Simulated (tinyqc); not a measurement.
# Worked calculation: band offsets of oxides on a semiconductor by the charge-neutrality-level model

Computed by the program tinyqc: `OMP_NUM_THREADS=1 python tinyqc.py 2410025 2410026 out.jsonl`, one thread of a shared Intel Xeon 2.30GHz, about 0.01 s for the whole run. Printed values are rounded.

Each material has a charge-neutrality level at the depth Phi = chi + Eg - CNL below vacuum. For oxide B on semiconductor A, dEc = (chiA - PhiA) - (chiB - PhiB) + S (PhiA - PhiB), dEv = EgB - EgA - dEc, with the pinning factor S = 1/(1 + 0.1 (eps_inf - 1)^2) of the oxide. S = 1 is the affinity rule, S = 0 aligns the two levels.

Inputs (values chosen for the exercise); substrate values close to those of 4H silicon carbide: gap of the semiconductor EgA = 3.29 eV; its electron affinity chiA = 3.67 eV; its charge-neutrality level above the valence edge cA = 1.68 eV.

Range of the model: The model ignores the chemistry of the actual interface, which can move offsets by several tenths of an eV.

## One oxide

oxide values (close to titanium oxide): Eg (eV) 3.14, chi (eV) 3.93, CNL (eV) 2.25, eps_inf 7.69

Depths of both levels, S and the two offsets.

PhiA = 5.28 eV
PhiB = 4.82 eV
S = 0.182628
dEc = -0.635991 eV
dEv = 0.485991 eV

The limits are dEc = -0.260 eV (S = 1) and -0.720 eV (S = 0).

## Oxides compared

Oxides (values chosen for the exercise, close to those of the materials named):
```
                 Eg (eV)  chi (eV)  CNL above Ev (eV)  eps_inf
silicon dioxide      8.8      0.88               4.57     2.28
silicon nitride     5.15      2.07               2.54     4.12
aluminium oxide     8.64      0.98               5.46     3.38
hafnium oxide       6.18      2.35               3.62     3.98
zirconium oxide     5.94      2.51               3.58     4.81
titanium oxide      3.14      3.93               2.25     7.69
tantalum oxide      4.52      3.31               3.37     4.82
```

The same for each oxide, with both limits.

Offsets:
```
                      S  dEc (eV)  dEv (eV)  dEc, S = 1 (eV)  dEc, S = 0 (eV)
silicon dioxide  0.8592     2.766     2.744            2.790            2.620
silicon nitride  0.5067     1.304    0.5560            1.600            1.000
aluminium oxide  0.6384     2.285     3.065            2.690            1.570
hafnium oxide    0.5296     1.146     1.744            1.320           0.9500
zirconium oxide  0.4079    0.9172     1.733            1.160           0.7500
titanium oxide   0.1826   -0.6360    0.4860          -0.2600          -0.7200
tantalum oxide   0.4066   -0.1266     1.357           0.3600          -0.4600
```

Both offsets exceed 1 eV for: silicon dioxide, aluminium oxide, hafnium oxide. dEc falls short for: zirconium oxide, titanium oxide, tantalum oxide. dEv falls short for: silicon nitride, titanium oxide. The choice of S matters most for aluminium oxide, where the limits differ by 1.12 eV.
